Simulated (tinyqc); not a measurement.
The window in starting coverage: bottom-up copper filling of a trench by curvature-enhanced accelerator coverage. Computed by tinyqc, a small Python program. Command: `OMP_NUM_THREADS=1 python tinyqc.py 3000723 3000724 out.jsonl superfill walk`. One thread of a shared host (Intel(R) Xeon(R) Processor @ 2.30GHz), about 0.08 s of CPU time with the checks.

A rectangular trench keeps vertical walls and a flat floor. An accelerator floats on the surface; where area is lost in the corners it is passed on to the floor.

Inputs (values chosen for the exercise, close to those used for damascene copper plating):
```
quantity                                           value     unit
trench width w                                        64       nm
aspect ratio h/w                                     2.4        -
exchange current of the suppressed surface i_0      0.02  mA/cm^2
exchange current of the accelerated surface i_1      1.3  mA/cm^2
transfer coefficient alpha                          0.44        -
overpotential eta                                   0.17        V
adsorption rate k_a                                    0      1/s
cupric ion concentration C                           0.4    mol/l
diffusivity D                                    4.7e-06   cm^2/s
boundary layer delta                                  61       um
temperature T                                        298        K
```

Constants: e = 1.602176634e-19 C; N_A = 6.02214076e+23 1/mol; k_B = 8.617333262e-05 eV/K.

Method. Kinetic current i_k = [i_0 (1 - theta) + i_1 theta] exp(alpha eta/(k_B T)), limit i_L = 2 F D C/delta, i = 1/(1/i_k + 1/i_L); velocity v = i Omega/(2F), Omega = 7.11 cm^3/mol, F = e N_A. Depletion inside the trench is ignored. Half width x, floor height y, depth h = aspect ratio x w. dx/dt = -v_s, dy/dt = v_b. d theta_b/dt = k_a (1 - theta_b) + [theta_s v_b + theta_b v_s]/x: the floor takes the accelerator of the wall it covers and keeps its own as it narrows. d theta_s/dt = k_a (1 - theta_s). theta_b is capped at 1. Integrate (tolerance 1e-9) until the walls meet (x = 0.02 w/2) or the floor passes the original mouth y = h. Start: x = w/2, y = 0, theta_b = theta_s = theta_0. Height filled = y/h, opening left = x/(w/2).

Outcome:
```
theta_0  v(1)/v(theta_0)  height filled  opening left  time (s)
0.001             43.849         0.2836      0.020000    218.71
0.003             39.171         0.4459      0.020000    195.37
0.010             28.549         0.8536      0.020000    142.39
0.020             20.616         1.0000      0.022128    102.60
0.050             11.323         0.9355      0.020000     56.47
0.100              6.550         0.7438      0.020000     32.67
0.200              3.646         0.5388      0.020000     18.18
0.400              2.029         0.3672      0.020000     10.12
0.800              1.175         0.2379      0.020000      5.86
```

The fill succeeds for theta_0 by less than the digits shown, at 0.02 among these rows, with the widest margin at 0.02. Too little accelerator takes too long to concentrate. Too much speeds the walls as well and removes the contrast.
